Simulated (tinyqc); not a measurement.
# Geometry relaxation of a small cluster, step by step

A worked calculation. Computed by tinyqc, a small Python program that keeps every step. Command: `OMP_NUM_THREADS=1 python tinyqc.py 3008957 3008958 out.jsonl relax walk`. One thread of a shared host (Intel(R) Xeon(R) Processor @ 2.30GHz), about 0.01 s of CPU time with the checks. Intermediate numbers are printed to about 7 digits and carried at full precision; extremes and crossings named in words are read from the listed rows.

E = sum_i {sum_j A exp(-p (r_ij/r0 - 1)) - xi sqrt(rho_i)}, rho_i = sum_j exp(-2 q (r_ij/r0 - 1)); the force on i is -sum_j w_ij (R_i - R_j)/r_ij with w_ij = -(2p/r0) A exp(-p (r_ij/r0 - 1)) + (xi q/r0) exp(-2 q (r_ij/r0 - 1)) (rho_i^(-1/2) + rho_j^(-1/2)).

Inputs (values chosen for the exercise, for model atoms): length r0 = 2.57 angstrom; repulsion A = 0.18 eV; hopping xi = 2.97 eV; decay p = 11.2; decay q = 2.35; step factor eta = 0.021 angstrom^2/eV; largest number of steps = 500.

Potential: Gupta. Method: conjugate gradient.

starting positions (angstrom), rows atom 1, atom 2, atom 3, atom 4, atom 5, columns x, y, z:
```
[[0.11, 0.03, -0.2],
 [2.29, -0.12, -0.08],
 [1.24, 2.23, 0.11],
 [1.32, 0.84, 2.16],
 [1.15, 0.72, -1.91]]
```

## Energy and forces at the start

Evaluate E and the forces at the starting positions.

distances (angstrom): 1-2 2.188447, 1-3 2.492589, 1-4 2.773049, 1-5 2.117026, 2-3 2.580911, 2-4 2.622994, 2-5 2.313893, 3-4 2.478104, 3-5 2.523609, 4-5 4.075316

energy at the start = -24.38014 eV

forces (eV/angstrom), rows atom 1, atom 2, atom 3, atom 4, atom 5, columns x, y, z:
```
[[-5.901789, -0.858122, 5.760932],
 [3.387478, 0.668933, 2.150891],
 [0.124433, -2.412583, 0.124879],
 [-0.105895, -0.211527, -3.202912],
 [2.495772, 2.813299, -4.833790]]
```

## The first two steps

Conjugate gradient (Polak-Ribiere): d = F + beta d(old), beta = max(0, F.(F - F(old))/|F(old)|^2), d = F at first; step length from one secant, s = eta (F.d)/(F.d - F(R + eta d).d), replaced by eta if that is not positive; R(new) = R + s d. No atom moves more than 0.3 angstrom a step (the whole step is scaled). Stop when the largest force component is below 1e-5 eV/angstrom.

positions after step 1 (angstrom), rows atom 1, atom 2, atom 3, atom 4, atom 5, columns x, y, z:
```
[[-0.013626, 0.012025, -0.079325],
 [2.360958, -0.105988, -0.034945],
 [1.242607, 2.179463, 0.112616],
 [1.317782, 0.835569, 2.092908],
 [1.202279, 0.778931, -2.011254]]
```

energy after step 1 = -25.54040 eV

positions after step 2 (angstrom), rows atom 1, atom 2, atom 3, atom 4, atom 5, columns x, y, z:
```
[[-0.006722, 0.055532, -0.007934],
 [2.338488, -0.040896, -0.002149],
 [1.243356, 2.067803, 0.087536],
 [1.309291, 0.810825, 1.967265],
 [1.225588, 0.806736, -1.964718]]
```

energy after step 2 = -25.97991 eV

## All steps

The formulas are those given above.

Course of the relaxation:
```
step     E (eV)  largest force (eV/angstrom)  force calls
0     -24.38014                 5.901789e+00            1
1     -25.54040                 2.519038e+00            3
2     -25.97991                 1.673671e+00            5
3     -26.05620                 2.020506e+00            7
4     -26.14316                 4.015954e-01            9
5     -26.16919                 2.687200e-01           11
6     -26.17610                 2.366600e-01           13
7     -26.17902                 1.362569e-01           15
8     -26.17984                 6.140473e-02           17
9     -26.18008                 1.885286e-02           19
10    -26.18010                 4.783750e-03           21
11    -26.18011                 5.684565e-03           23
12    -26.18011                 3.679547e-03           25
13    -26.18011                 3.688684e-04           27
14    -26.18011                 1.525307e-04           29
15    -26.18011                 1.431943e-04           31
16    -26.18011                 6.417794e-05           33
17    -26.18011                 1.499717e-05           35
18    -26.18011                 4.092543e-06           37
```

final positions (angstrom), rows atom 1, atom 2, atom 3, atom 4, atom 5, columns x, y, z:
```
[[-0.015437, 0.087468, 0.026843],
 [2.405629, -0.005343, -0.009520],
 [1.275809, 2.137875, 0.030677],
 [1.250095, 0.718708, 1.940910],
 [1.193904, 0.761292, -1.908910]]
```

final energy = -26.18011 eV

steps = 18

largest force at the end = 4.092543e-06 eV/angstrom

Converged in 18 steps.

## Curvatures at the end

Hessian at the final positions by central differences of the forces; six eigenvalues vanish (translations and rotations). Steepest descent is stable for eta below 2/lambda_max and contracts the softest mode by 1 - eta lambda_min a step.

non-zero eigenvalues (eV/angstrom^2): [5.04716, 5.04719, 11.95129, 17.01954, 17.01958, 19.25030, 19.25034, 35.66476, 47.68537]

condition number = 9.447963

largest stable eta = 0.04194158 angstrom^2/eV

contraction of the softest mode = 0.8940097

All are positive, so the end point is a minimum.

## Four methods from the same start

Steepest descent: R(new) = R + eta F. BFGS: R(new) = R + B F with the inverse Hessian B = eta 1 at first; with s = R(new) - R, y = F - F(new), rho = 1/(y.s): B(new) = (1 - rho s y^T) B (1 - rho y s^T) + rho s s^T, skipped if y.s is not positive. FIRE with unit mass: if F.v > 0, v = (1 - a) v + a |v| F/|F|, and after more than 5 such steps in a row dt = min(1.1 dt, 5 dt0), a = 0.99 a; else v = 0, a = 0.1, and dt = dt/2 (not at the first step). Then v = v + dt F, R(new) = R + dt v. dt0 = sqrt(eta), a = 0.1 at first. In this comparison each method may take up to 1500 steps.

Cost:
```
method              steps  force calls  final E (eV)  calls to reach 1e-2
steepest descent       97           98     -26.18011                   37
conjugate gradient     18           37     -26.18011                   21
BFGS                   24           25     -26.18011                   15
FIRE                  123          124     -26.18011                   66
```

In force calls the order is BFGS (25), conjugate gradient (37), steepest descent (98), FIRE (124). All that converged end at the same energy. Near the minimum steepest descent multiplies the slowest mode by 0.894 in size a step, 21 steps a decade of force, at a condition number of 9.4. On this problem it beats FIRE in force calls.

Checks made by the program: forces against finite differences of E (relative difference 5e-10).
